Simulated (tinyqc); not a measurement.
Geometry optimisation on the UHF/6-31g surface (energies and gradients from PySCF), for H4, spin multiplicity 3, step by step. Computed by tinyqc, a small Python program that keeps every step (integrals from PySCF). Settings: charge = 0, multiplicity = 3, basis = 6-31g, optimiser = bfgs, first Hessian = 0.6, largest step = 0.5, iteration cap = 30. Command: `OMP_NUM_THREADS=1 python tinyqc.py 27087 27088 out.jsonl` (the two numbers bound the seeds that draw the settings). One thread of a shared host (Intel(R) Xeon(R) Processor @ 2.60GHz), about 2 s of CPU time with the checks.

## Step 1: energy and gradient

positions at the start (bohr), order 1H, 2H, 3H, 4H:
$$\begin{pmatrix}
0.12472 & -0.00378 & 0.10393 \\
-0.12094 & 0.00945 & 1.54769 \\
0.01701 & 1.78012 & -0.03779 \\
0.00189 & 1.89540 & 1.54769
\end{pmatrix}$$

Self-consistent energy and analytic gradient at these positions.

energy = -1.9374843 hartree

gradient (hartree/bohr), order 1H, 2H, 3H, 4H:
$$\begin{pmatrix}
-0.0113712 & 0.0468972 & 0.1030288 \\
0.0120821 & 0.0452700 & -0.1071573 \\
-0.0069584 & -0.0389080 & 0.1079460 \\
0.0062474 & -0.0532592 & -0.1038175
\end{pmatrix}$$

## Step 1: move

Quasi-Newton step p = -H^(-1) g (first H = 0.6 times the unit matrix); steps longer than 0.5 bohr are cut back.

positions after step 1 (bohr), order 1H, 2H, 3H, 4H:
$$\begin{pmatrix}
0.14367 & -0.08194 & -0.06778 \\
-0.14108 & -0.06600 & 1.72628 \\
0.02860 & 1.84497 & -0.21770 \\
-0.00852 & 1.98416 & 1.72071
\end{pmatrix}$$

## Step 2: energy and gradient

As before.

energy = -1.9935305 hartree

gradient (hartree/bohr), order 1H, 2H, 3H, 4H:
$$\begin{pmatrix}
0.0012193 & 0.0172158 & 0.0257151 \\
-0.0001415 & 0.0264028 & -0.0275197 \\
-0.0058326 & -0.0144830 & 0.0420942 \\
0.0047548 & -0.0291356 & -0.0402895
\end{pmatrix}$$

## Step 2: move

inverse Hessian in use (bohr^2/hartree):
```
           1         2         3         4         5         6         7         8
1    1.66331   0.00180   0.01051   0.00294  -0.00356  -0.01051   0.00151  -0.00139
2    0.00180   1.70893   0.06581   0.00067   0.06265  -0.07017  -0.01359  -0.03551
3    0.01051   0.06581   1.75183  -0.00551   0.11154  -0.09237  -0.02585  -0.05558
4    0.00294   0.00067  -0.00551   1.66420   0.00627   0.00528  -0.00199  -0.00067
5   -0.00356   0.06265   0.11154   0.00627   1.74824  -0.11767  -0.01636  -0.05241
6   -0.01051  -0.07017  -0.09237   0.00528  -0.11767   1.76669   0.02714   0.05924
7    0.00151  -0.01359  -0.02585  -0.00199  -0.01636   0.02714   1.66977   0.01134
8   -0.00139  -0.03551  -0.05558  -0.00067  -0.05241   0.05924   0.01134   1.69650
9    0.00281   0.10279   0.16358   0.00295   0.14953  -0.17411  -0.03211  -0.08631
10  -0.00109   0.01113   0.02084   0.00151   0.01365  -0.02191  -0.00263  -0.00929
11   0.00315  -0.06940  -0.12176  -0.00627  -0.09182   0.12861   0.01861   0.05809
12  -0.00281  -0.09842  -0.15637  -0.00273  -0.14339   0.16646   0.03081   0.08265

           9        10        11        12
1    0.00281  -0.00109   0.00315  -0.00281
2    0.10279   0.01113  -0.06940  -0.09842
3    0.16358   0.02084  -0.12176  -0.15637
4    0.00295   0.00151  -0.00627  -0.00273
5    0.14953   0.01365  -0.09182  -0.14339
6   -0.17411  -0.02191   0.12861   0.16646
7   -0.03211  -0.00263   0.01861   0.03081
8   -0.08631  -0.00929   0.05809   0.08265
9    1.91595   0.02635  -0.16601  -0.23875
10   0.02635   1.66888  -0.01549  -0.02528
11  -0.16601  -0.01549   1.76980   0.15917
12  -0.23875  -0.02528   0.15917   1.89532
```

Quasi-Newton step p = -H^(-1) g (the inverse Hessian comes from BFGS updates; coordinates in the order x, y, z of each atom); steps longer than 0.5 bohr are cut back.

positions after step 2 (bohr), order 1H, 2H, 3H, 4H:
$$\begin{pmatrix}
0.14100 & -0.12760 & -0.13725 \\
-0.14118 & -0.13501 & 1.80051 \\
0.04373 & 1.88336 & -0.32909 \\
-0.02088 & 2.06043 & 1.82735
\end{pmatrix}$$

## Convergence

Stop when the largest gradient component is below 3e-5 hartree/bohr. The inverse Hessian follows the BFGS update with s = step, y = change of gradient.

Course of the optimisation:
```
step  E (hartree)  largest gradient (hartree/bohr)
1      -1.9374843                         1.08e-01
2      -1.9935305                         4.21e-02
3      -2.0072016                         2.80e-02
4      -2.0201656                         2.65e-02
5      -2.0390943                         3.99e-02
6      -2.0519159                         3.87e-02
7      -2.0598467                         3.71e-02
8      -2.0693622                         4.06e-02
9      -2.0835976                         4.41e-02
10     -2.0976581                         5.03e-02
11     -2.1079592                         4.06e-02
12     -2.1118065                         1.57e-02
13     -2.1139753                         1.98e-02
14     -2.1155231                         3.17e-02
15     -2.1175584                         1.84e-02
16     -2.1197395                         1.17e-02
17     -2.1210473                         6.83e-03
18     -2.1216409                         1.22e-02
19     -2.1220900                         4.90e-03
20     -2.1226411                         4.63e-03
21     -2.1229045                         2.55e-03
22     -2.1230557                         4.87e-03
23     -2.1231826                         3.93e-03
24     -2.1232137                         6.53e-03
25     -2.1232449                         5.44e-04
26     -2.1232606                         7.22e-04
27     -2.1232680                         4.11e-03
28     -2.1232807                         1.30e-03
29     -2.1232878                         7.41e-04
30     -2.1233006                         1.38e-03
```

Distances after the last move, whose energy is not in the table (angstrom):
```
pair   distance
2H-1H   4.03726
3H-1H   0.73092
3H-2H   3.49480
4H-1H   5.23993
4H-2H   6.40196
4H-3H   5.68808
```

Not converged within 30 steps: the energy falls at every step, but slowly. Reruns: method bfgs, first Hessian 0.6, largest step 0.3: not converged.
